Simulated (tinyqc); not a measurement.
Interface roughness in a thin film (subband fluctuation and scattering): sweeps and comparisons. A value that a table varies takes the place of the one given here.

Square well of width t, barriers V0, c = hbar^2/2m0: E1 solves k t + 2 atan[(k/mz)/(kappa/mb)] = pi, k = sqrt(mz E/c), kappa = sqrt(mb (V0 - E)/c). One interface is rough, so the subband edge fluctuates by G dt with G = |dE1/dt| (central difference of 0.01 angstrom; 2 E1/t for hard walls).

Gaussian roughness spectrum S(q) = pi D^2 Lc^2 exp(-q^2 Lc^2/4). Degenerate gas, taken to fill one subband (the second starts to fill once c kF^2/md exceeds E2 - E1, which is not tested here): kF = sqrt(2 pi Ns/gv), q = 2 kF sin(theta/2), 1/tau = (md/(2 pi c hbar)) G^2 times the integral from 0 to pi of S(q)(1 - cos theta)/eps(q)^2 dtheta, eps(q) = 1 + qs/q with screening (qs = gv md q0/(c eps), q0 = e^2/(4 pi eps0), form factors left out, which overstates the screening; other scattering is left out too, so these values lie far above measured mobilities in all but the thinnest films) or 1 without; mobility = tau c2/md with c2 = e/m0 = 1.75882e15 cm^2/(V s^2); 1e12/cm^2 = 1e-4/angstrom^2.

Constants: hbar^2/2m0 = 3.80998211 eV angstrom^2; hbar = 6.58211957e-16 eV s; e^2/(4 pi eps0) = 14.39964547 eV angstrom.

Inputs chosen for the exercise (near those of a thin Si channel on (100), two-fold valleys; the results hold for these values, not for the real material):
```
symbol  value                         unit         meaning
mz      0.94                          m0           confinement mass
V0      2.93                          eV           barrier
mb      0.47                          m0           barrier mass
md      0.185                         m0           mass in the plane
gv      2                                          valleys
D       3.7                           angstrom     rms height of the roughness
Lc      8                             angstrom     correlation length
Ns      6.2                           x 1e12/cm^2  sheet density
eps     7.7                                        mean dielectric constant at the channel
ts      (12, 15, 19, 22, 28, 35, 46)  angstrom     thicknesses
t       22                            angstrom     film thickness
Ll      (5, 10, 16, 25, 40, 65, 100)  angstrom     correlation lengths
```

## The sixth-power law

Screened mobility against thickness for the finite barrier and for hard walls.

Results:
```
t (angstrom),E1 (meV),G (meV/angstrom),mobility (cm^2/(V s)),"the same, hard walls"
12,213.0,30.882,1.27e+03,563
15,143.6,17.146,4.11e+03,2.15e+03
19,93.5,9.029,1.48e+04,8.87e+03
22,71.4,6.021,3.33e+04,2.14e+04
28,45.4,3.061,1.29e+05,9.09e+04
35,29.8,1.622,4.59e+05,3.47e+05
46,17.6,0.739,2.21e+06,1.79e+06
```

With hard walls G goes as 1/t^3 and the mobility as t^6. With the finite barrier the local exponent is 5.27 at the thin end and 5.76 at the thick end, since the envelope leaks out and softens the dependence. The least value is 1.27e+03 cm^2/(V s). The gate field, which also presses carriers to the interface, is left out. Below about 20 angstrom the effective-mass picture is itself doubtful. Up to t = 22 angstrom G D exceeds half of EF - E1, where the Born rate fails.

## Correlation length

Fixed D; bare and screened mobility.

Results:
```
Lc (angstrom),kF Lc,bare mobility (cm^2/(V s)),screened mobility (cm^2/(V s))
5,0.22,6.86e+03,8.01e+04
10,0.44,1.91e+03,2.26e+04
16,0.71,931,1.12e+04
25,1.10,626,8.06e+03
40,1.77,738,1.20e+04
65,2.87,1.45e+03,4.83e+04
100,4.41,2.42e+03,1.75e+05
```

The bare mobility is lowest at Lc = 25 angstrom of those listed (kF Lc = 1.10). The screened mobility is lowest at Lc = 25 angstrom of those listed (kF Lc = 1.10). Short roughness averages out (mobility as 1/Lc^2; the first two rows give exponent -1.84), and long roughness deflects only by small angles (bare mobility rising as Lc; the last two rows give 1.18).

## What each parameter does

G, G D, and the screened mobility. Each row changes one parameter from the base and keeps the others.

Results:
```
case,G (meV/angstrom),G D (meV),mobility (cm^2/(V s))
base,6.021,22.28,3.330e+04
t = 28 angstrom,3.061,11.32,1.288e+05
D = 4.81 angstrom,6.021,28.96,1.970e+04
Lc = 16 angstrom,6.021,22.28,1.125e+04
Ns = 9.92 x 1e12/cm^2,6.021,22.28,2.577e+04
mz = 1.081 m0,5.385,19.92,4.163e+04
md = 0.213 m0,6.021,22.28,3.071e+04
V0 = 2.05 eV,5.768,21.34,3.628e+04
eps = 9.2,6.021,22.28,2.614e+04
```

The largest shifts from the base row, up to three for each result and ties (the steps differ in size, so this ranks the rows, not the parameters). G (meV/angstrom): t -2.960, mz -0.636, V0 -0.252; unchanged at the printed digits by D, Lc, Ns, md and eps. G D (meV): t -10.95, D +6.68, mz -2.35; unchanged at the printed digits by Lc, Ns, md and eps. mobility (cm^2/(V s)): t +9.55e+04, Lc -2.21e+04, D -1.36e+04. In the base case G D is 0.56 times EF - E1 = 40.1 meV.

Run: tinyqc, `OMP_NUM_THREADS=1 python tinyqc.py 1282517 1282518 out.jsonl`; Intel(R) Xeon(R) Processor @ 2.30GHz, one thread, shared host; about 0.02 s of CPU time with all checks.
